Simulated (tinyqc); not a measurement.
Inversion-layer mobility, back-scattering and ballistic limit of a field-effect transistor: one step, computed by the program tinyqc. Command: `OMP_NUM_THREADS=1 python tinyqc.py 3029471 3029472 out.jsonl mos walk`. One thread of a shared host (Intel(R) Xeon(R) Processor @ 2.30GHz), about 0.01 s of CPU time with the checks.

The charge at the top of the source barrier is fixed by the gate; series resistance and short-channel effects are left out. F_j are Fermi integrals normalised to exp(eta) in the classical limit.

Question. Effective mobility. mu_phonon = mu_ph (E_eff/1 MV/cm)^(-0.3) (T/300 K)^(-1.75); mu_rough = mu_sr (E_eff/1 MV/cm)^(-2); mu_Coulomb = mu_C (N_inv/1e12 cm^-2) (T/300 K); Matthiessen's rule adds 1/mu.

Inputs (values chosen for the exercise, modelled on a silicon n-channel): phonon mobility at 1 MV/cm and 300 K, mu_ph = 350 cm^2/(V s); roughness mobility at 1 MV/cm, mu_sr = 1300 cm^2/(V s); Coulomb mobility at N_inv = 1e12/cm^2, mu_C = 950 cm^2/(V s); temperature T = 400 K.

Statistics at the top of the barrier: Fermi-Dirac.

inversion density N_inv = 6.269895e+12 1/cm^2

effective field E_eff = 1.026156 MV/cm

Give: phonon part; roughness part; Coulomb part; effective mobility mu.

Answer.

phonon part = 209.92 cm^2/(V s)

roughness part = 1234.6 cm^2/(V s)

Coulomb part = 7941.9 cm^2/(V s)

effective mobility mu = 175.45 cm^2/(V s)

The phonon part is the lowest and holds 84 % of 1/mu.
